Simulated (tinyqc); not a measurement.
# Threshold-voltage variability of a planar MOSFET, analytic estimates: what changes with what

Three independent sources add in quadrature: random dopants in the depleted layer, metal-gate grains of two orientations, and roughness of the two gate edges acting through the roll-off VT = VT(long) - Vr exp(-L/l). These are first-order estimates: no three-dimensional electrostatics, no percolation.

Values chosen for this exercise; material values close to those of silicon:
- T = 293 K (temperature)
- Eg = 1.13 eV (band gap)
- eps_r = 11.8 (relative permittivity of the semiconductor)
- Nc = 2.64e19 cm^-3 (conduction-band density of states at T)
- Nv = 2.53e19 cm^-3 (valence-band density of states at T)
- Na = 2.3e18 cm^-3 (channel doping)
- ti = 1.1 nm (oxide-equivalent thickness in inversion)
- L = 20 nm (gate length)
- W = 26 nm (gate width)
- G = 5 nm (metal grain size)
- dW = 0.3 eV (work-function difference of the two grain orientations)
- p = 0.5 (share of the orientation of higher work function)
- De = 1.5 nm (rms roughness of one gate edge)
- La = 15 nm (correlation length of the roughness)
- l = 3.5 nm (decay length of the threshold roll-off)
- Vr = 1.9 V (prefactor of the roll-off)

Constants: q = 1.602176634e-19 C, kB = 1.380649e-23 J/K, Vt = kB T/q, eps0 = 8.8541878128e-14 F/cm where lengths are in cm. Results are converted to the units shown.

Each table varies one quantity; the others keep the values above.

## Effect of the correlation length of the roughness

ni = sqrt(Nc Nv) exp(-Eg/(2 Vt)), Eg in volts; Cox = 3.9 eps0/ti; Wd = sqrt(4 eps0 eps_r Vt ln(Na/ni)/(q Na)); dopants: s1 = (q/Cox) sqrt(Na Wd/(3 L W)). Grains: Ng = L W/G^2 (at least 1), s2 = dW sqrt(p (1 - p)/Ng). Edges, with exponential correlation and u = W/La: the mean gate length has sL^2 = 2 De^2 (2/u)[1 - (1 - exp(-u))/u]; s3 = sL (Vr/l) exp(-L/l). s = sqrt(s1^2 + s2^2 + s3^2). l and Vr are held fixed.

The same in every row: s1 (mV) = 30.300; s2 (mV) = 32.890.

Effect of the correlation length of the roughness:
```
La (nm)	s3 (mV)	s (mV)	s sqrt(L W) (mV um)
2	1.4314	44.742	1.0203
5	2.1185	44.770	1.0209
10	2.6734	44.799	1.0216
20	3.1267	44.829	1.0222
40	3.4279	44.851	1.0228
80	3.6034	44.864	1.0231
160	3.6983	44.872	1.0232
```

As La goes from 2 to 160 nm, s stays near 44.8 mV. The grains are the largest source in the first and the last row. The edge term s3 rises from 1.43 to 3.70 mV: a longer correlation averages out less along the width. In every row the depletion depth exceeds L, so source and drain share much of the charge and s1 is rough.

## Effect of the metal grain size

Same model as above.

l and Vr are held fixed.

The same in every row: s1 (mV) = 30.30; s3 (mV) = 2.956.

Results:
```
G (nm)	s2 (mV)	s (mV)	s sqrt(L W) (mV um)
2	13.16	33.16	0.7563
3	19.73	36.28	0.8273
5	32.89	44.82	1.022
7	46.05	55.20	1.259
14	92.09	96.99	2.212
20	131.6	135.0	3.079
```

Estimate the missing row, G = 10 nm.

Computed row:
```
G (nm)	s2 (mV)	s (mV)	s sqrt(L W) (mV um)
10	65.78	72.48	1.653
```

With this row back in the table: As G goes from 2 to 20 nm, s rises from 33.2 to 135 mV. The largest source is the dopants in the first row and the grains in the last. For G = 14 to 20 nm the gate holds under four grains, so the work function takes a few discrete values. In every row the depletion depth exceeds L, so source and drain share much of the charge and s1 is rough.

## Effect of the channel doping

Same model as above.

l and Vr are held fixed.

The same in every row: s2 (mV) = 32.890; s3 (mV) = 2.9564.

Results:
```
Na (cm^-3)	s1 (mV)	s (mV)	s sqrt(L W) (mV um)
1.5e17	14.759	36.171	0.82482
4.7e17	19.954	38.583	0.87983
8.2e17	23.105	40.303	0.91904
1.5e18	27.082	42.707	0.97388
2.6e18	31.291	45.493	1.0374
4.5e18	36.133	48.950	1.1162
8e18	42.011	53.436	1.2185
```

Estimate the missing row, Na = 2.6e17 cm^-3.

Computed row:
```
Na (cm^-3)	s1 (mV)	s (mV)	s sqrt(L W) (mV um)
2.6e17	17.069	37.173	0.84767
```

With this row back in the table: As Na goes from 1.5e17 to 8e18 cm^-3, s rises from 36.2 to 53.4 mV. The largest source is the grains in the first row and the dopants in the last. s1 goes on average as Na^(0.26), near the 1/4 expected from Na Wd. For Na = 1.5e17 to 2.6e17 cm^-3 the depleted region holds under ten dopants, so their spread is not Gaussian. For Na = 1.5e17 to 2.6e18 cm^-3 the depletion depth exceeds L, so source and drain share much of the charge and s1 is rough.

Numbers from tinyqc (`OMP_NUM_THREADS=1 python tinyqc.py 2090152 2090153 out.jsonl`; about 0.01 s on one thread of a shared Intel Xeon 2.30GHz).
